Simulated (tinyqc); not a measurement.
Linear model of a band gap against the share of exact exchange: one step. Fixed shares. Three cases, with inputs chosen for the exercise.

Question. Gap, error against the target and eps for alpha = 0, 0.25 and 1/e0; and the alpha that meets the target, (Et - E0)/S.

E(alpha) = E0 + S alpha. A wider gap screens less, modelled in the Penn form eps(alpha) = 1 + (e0 - 1)(EP/(EP + S alpha))^2 with a scale EP chosen for the exercise. A dielectric-dependent hybrid takes alpha = 1/eps.

Case 1.

Values chosen (of the order of those of GaN; not measured data):
- E0 = 1.97 eV (gap of the semi-local functional)
- S = 7.21 eV (slope dE/d(alpha))
- e0 = 5.83 (optical dielectric constant at alpha = 0)
- EP = 21.4 eV (energy scale of the screening)
- Et = 3.53 eV (target gap)

Case 2.

Values chosen (of the order of those of HfO2; not measured data):
- E0 = 3.99 eV (gap of the semi-local functional)
- S = 8.43 eV (slope dE/d(alpha))
- e0 = 5.04 (optical dielectric constant at alpha = 0)
- EP = 18.2 eV (energy scale of the screening)
- Et = 5.78 eV (target gap)

Case 3.

Values chosen (of the order of those of SiC; not measured data):
- E0 = 2.18 eV (gap of the semi-local functional)
- S = 6.27 eV (slope dE/d(alpha))
- e0 = 7.13 (optical dielectric constant at alpha = 0)
- EP = 18 eV (energy scale of the screening)
- Et = 3.26 eV (target gap)

Give: a table of alpha, E (eV), E - Et (eV), eps; alpha for the target.

Answer.

Case 1.

Results:
```
alpha   E (eV)  E - Et (eV)    eps
0.0000   1.970       -1.560  5.830
0.2500   3.772        0.242  5.109
0.1715   3.207       -0.323  5.317
```

alpha for the target = 0.2164

A quarter of exact exchange overshoots the target by 0.24 eV: the material needs 0.216, and 1/e0 = 0.172 lies further from it than 0.25 does.

Case 2.

Results:
```
alpha   E (eV)  E - Et (eV)    eps
0.0000   3.990       -1.790  5.040
0.2500   6.098        0.318  4.245
0.1984   5.663       -0.117  4.389
```

alpha for the target = 0.2123

A quarter of exact exchange overshoots the target by 0.32 eV: the material needs 0.212, and 1/e0 = 0.198 lies closer to it than 0.25 does.

Case 3.

Results:
```
alpha   E (eV)  E - Et (eV)    eps
0.0000   2.180       -1.080  7.130
0.2500   3.748        0.487  6.187
0.1403   3.059       -0.201  6.572
```

alpha for the target = 0.1722

A quarter of exact exchange overshoots the target by 0.49 eV: the material needs 0.172, and 1/e0 = 0.140 lies closer to it than 0.25 does.

Computed by tinyqc, one run a case: `OMP_NUM_THREADS=1 python tinyqc.py N N+1 out.jsonl` with N = 1850599, 1850621, 1850752; one thread of a shared Intel(R) Xeon(R) Processor @ 2.30GHz, about 0.01 s a run at most.
